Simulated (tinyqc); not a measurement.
Linear model of a band gap against the share of exact exchange, step by step. Values are carried at full precision from step to step, so a last printed digit may differ when a step is redone from the rounded ones.

E(alpha) = E0 + S alpha. A wider gap screens less, modelled in the Penn form eps(alpha) = 1 + (e0 - 1)(EP/(EP + S alpha))^2 with a scale EP chosen for the exercise. A dielectric-dependent hybrid takes alpha = 1/eps.

Inputs chosen for the exercise (of the order of those of GaAs; the results hold for these values, not for the real material):
- E0 = 0.5 eV (gap of the semi-local functional)
- S = 5.93 eV (slope dE/d(alpha))
- e0 = 12.32 (optical dielectric constant at alpha = 0)
- EP = 10.4 eV (energy scale of the screening)
- Et = 1.51 eV (target gap)
- a_start = 0.25 (starting alpha)
- fv = 0.53 (share of the opening taken by the valence edge)
- Ed = 0.2 eV (defect level above the semi-local valence top)
- cd = 0 (shift of the level per unit opening, on the scale of the mean potential)

## Fixed shares

Gap, error against the target and eps for alpha = 0, 0.25 and 1/e0; and the alpha that meets the target, (Et - E0)/S.

Results:

| alpha | E (eV) | E - Et (eV) | eps |
|---|---|---|---|
| 0.0000 | 0.500 | -1.010 | 12.320 |
| 0.2500 | 1.982 | 0.472 | 9.672 |
| 0.0812 | 0.981 | -0.529 | 11.341 |

alpha for the target = 0.1703

A quarter of exact exchange overshoots the target by 0.47 eV: the material needs 0.170, and 1/e0 = 0.081 lies further from it than 0.25 does.

## Self-consistent share

Iterate alpha -> 1/eps(alpha) seven times from a_start. The fixed point solves alpha eps(alpha) = 1; the contraction factor there is 2 (eps - 1) S/((EP + S alpha) eps^2).

Iterates:

| step | alpha | eps | E (eV) |
|---|---|---|---|
| 0 | 0.25000 | 9.6716 | 1.9825 |
| 1 | 0.10340 | 11.0946 | 1.1131 |
| 2 | 0.09013 | 11.2404 | 1.0345 |
| 3 | 0.08897 | 11.2534 | 1.0276 |
| 4 | 0.08886 | 11.2545 | 1.0270 |
| 5 | 0.08885 | 11.2546 | 1.0269 |
| 6 | 0.08885 | 11.2546 | 1.0269 |
| 7 | 0.08885 | 11.2546 | 1.0269 |

fixed point = 0.08885
contraction factor = 0.0879

The factor is positive, so the iterates approach from one side, the error shrinking to 0.09 of itself each step; the gap is within 0.01 eV of its limit from step 2. Self-consistency moves the gap by +0.046 eV against the one-shot choice 1/e0, since a wider gap screens less.

## Band edges and a deep level

The opening c = S alpha lowers the valence top by fv c and raises the conduction edge by (1 - fv) c, both against the mean potential; the level moves by cd c. Use the fixed point. Compare with stretching the level in proportion to the gap and with pinning it to either edge.

opening c = 0.527 eV

shifts of the valence and conduction edges (eV): -0.279  0.248

level above the valence top = 0.479 eV
level below the conduction edge = 0.548 eV

level above the valence top: stretched, tied to the valence edge, tied to the conduction edge (eV): 0.411  0.200  0.727

The three recipes err by -0.07, -0.28 and +0.25 eV against alignment through the mean potential. A localised level with cd = 0 stays put while the edges move away from it.

## Checks

- Fixed point by bisection against 60 substitutions: both 0.08885.

(tinyqc, `OMP_NUM_THREADS=1 python tinyqc.py 1850190 1850191 out.jsonl`, Intel(R) Xeon(R) Processor @ 2.30GHz, 1 thread, shared host, about 0.01 s.)
